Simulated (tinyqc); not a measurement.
Conductance of a narrow metal strip with scatterers (square lattice, Green functions): one step. Modes at the Fermi energy.

A strip of W sites across with hard walls, site energy 0 and hopping -t. Mode n = 1 to W has profile chi_n(j) = sqrt(2/(W + 1)) sin(n j pi/(W + 1)) and energy en = -2t cos(n pi/(W + 1)); E = en - 2t cos(kn a). With z_n = exp(i kn a) (Im k > 0 for closed modes, |z| < 1) each lead gives the self-energy -t z_n in mode n. One column carries the site energies v, here one foreign atom. In the mode basis V_nm = sum_j chi_n(j) v_j chi_m(j), G = (E - en + 2 t z_n - V)^-1, and t_nm = 2t sqrt(sin(kn a) sin(km a)) G_nm in size for open modes. T = sum |t_nm|^2, conductance (2e^2/h) T.

Constants: e^2/h = 3.874045865e-05 S.

Inputs chosen for the exercise (hopping and spacing of the size met in Cu or Al; the lattice is a model; shifted at random, so the results belong to these values and not to a real crystal):
```
symbol  value  unit      meaning
t       1.11   eV        hopping
a       2.56   angstrom  spacing
W       4                sites across
E       -2.75  eV        Fermi energy
```

Problem. For each n: en, cos(kn a) = (en - E)/(2t), z_n and the velocity 2 t a sin(kn a) (zero if closed).

Give: Modes.

Solution.

Modes:
```
n  en (eV)  cos(k a)                 z  dE/dk (eV angstrom)
1  -1.7960   0.42972  0.42972+0.90296i               5.1317
2  -0.6860   0.92972  0.92972+0.36826i               2.0929
3   0.6860   1.54776           0.36642               0.0000
4   1.7960   2.04776           0.26077               0.0000
```

2 of 4 modes are open, so the clean strip has a resistance of 6453 ohm, whatever its length.

tinyqc: `OMP_NUM_THREADS=1 python tinyqc.py 1482090 1482091 out.jsonl`; about 0.01 s, one thread, shared Intel(R) Xeon(R) Processor @ 2.30GHz.
